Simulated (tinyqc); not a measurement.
From a target to a composition: alloy A(1-x)B(x) by interpolation with bowing. Three cases, with inputs chosen for the exercise.

Problem. An alloy A(1-x)B(x) has the gap E(x) = (1 - x) E_A + x E_B - C1 x (1 - x) at Gamma, C1 the first entry of C. Which x puts hc/E at the given wavelength, and what is the mismatch (a_sub - a(x))/a(x) to a substrate of A, with Vegard for a(x)?

Constants: hc = 1239.841984 eV nm.

Find: target gap; x; mismatch.

Method. Solve C1 x^2 + (E_B - E_A - C1) x + E_A - hc/wavelength = 0; the gap is monotonic in x because |E_B - E_A| > C1, so one root lies between 0 and 1. Whether Gamma is the lowest valley there, and whether such a mismatch can be grown coherently, are separate questions.

Case 1.

Values chosen (out of a larger set: A near GaP, B near GaAs; not measured data): a = (5.455, 5.652) angstrom (lattice constant of A, B); Eg = (2.928, 1.525) eV (gap at Gamma to the s-like level of A, B); C = (0.273, 0.224, 0.176) eV (bowing of the Gamma, X and L gaps).

wavelength = 563.415 nm

Solution.

target gap = 2.2006 eV
x = 0.470
mismatch = -1.669 %

Case 2.

Values chosen (out of a larger set: A near Ge, B near Si; not measured data): a = (5.65, 5.432) angstrom (lattice constant of A, B); Eg = (0.899, 4.213) eV (gap at Gamma to the s-like level of A, B); C = (0.215, 0.195, 0) eV (bowing of the Gamma, X and L gaps).

wavelength = 734.857 nm

Solution.

target gap = 1.6872 eV
x = 0.250
mismatch = 0.974 %

Case 3.

Values chosen (out of a larger set: A near GaAs, B near AlAs; not measured data): a = (5.661, 5.668) angstrom (lattice constant of A, B); Eg = (1.506, 3.143) eV (gap at Gamma to the s-like level of A, B); C = (0.337, 0.047, 0) eV (bowing of the Gamma, X and L gaps).

wavelength = 553.439 nm

Solution.

target gap = 2.2403 eV
x = 0.500
mismatch = -0.062 %

Computed by tinyqc, one run a case: `OMP_NUM_THREADS=1 python tinyqc.py N N+1 out.jsonl` with N = 1080321, 1080330, 1080347; one thread of a shared Intel(R) Xeon(R) Processor @ 2.30GHz, about 0.01 s a run at most.
